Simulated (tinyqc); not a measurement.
## Trap density from two Hall measurements

Inverse problem. p-type body, charge-sheet picture, full ionisation (an idealisation for deep acceptors), Boltzmann statistics for free electrons. e = Ec - EF at the surface. psi = Eg - Vt ln(Nv/Na) - e; N_dep = sqrt(2 eps0 eps_r Na (psi - Vt)/q); n_f = sqrt(N_dep^2 + 2 eps0 eps_r Vt Nc exp(-e/Vt)/q) - N_dep; Vg = Vfb + psi + q (N_dep + n_t + n_f)/Cox, Cox = eps0 eox/tox. Find e and n_t at both points and the mean trap density between them.

Values chosen for this exercise; band and dielectric values close to those of 4H silicon carbide: temperature T = 250 K; band gap Eg = 3.22 eV; relative permittivity eps_r = 9.79; conduction-band density of states at T Nc = 1.28e19 cm^-3; valence-band density of states at T Nv = 1.92e19 cm^-3; relative permittivity of the insulator eox = 3.9; insulator thickness tox = 40 nm; acceptor density Na = 3.3e16 cm^-3; flat-band voltage without trapped charge Vfb = -2 V.

Constants: q = 1.602176634e-19 C, kB = 1.380649e-23 J/K, Vt = kB T/q, eps0 = 8.8541878128e-14 F/cm where lengths are in cm. Results are converted to the units shown.

Vg (V): [3.7222619, 4.5225449]
free sheet density from the Hall effect (cm^-2): [4.3917857e9, 8.5427959e10]

Answer. Each n_f fixes e; what the gate voltage holds beyond psi, N_dep and n_f is trapped; the difference quotient is the density, smeared over a few Vt.

e (eV): [0.1250, 0.06000]
n_t (cm^-2): [4.612e11, 7.650e11]
mean trap density = 4.675e12 cm^-2 eV^-1

tinyqc, about 0.02 s, one thread, Intel Xeon 2.30GHz (shared host): `OMP_NUM_THREADS=1 python tinyqc.py 2222175 2222176 out.jsonl`
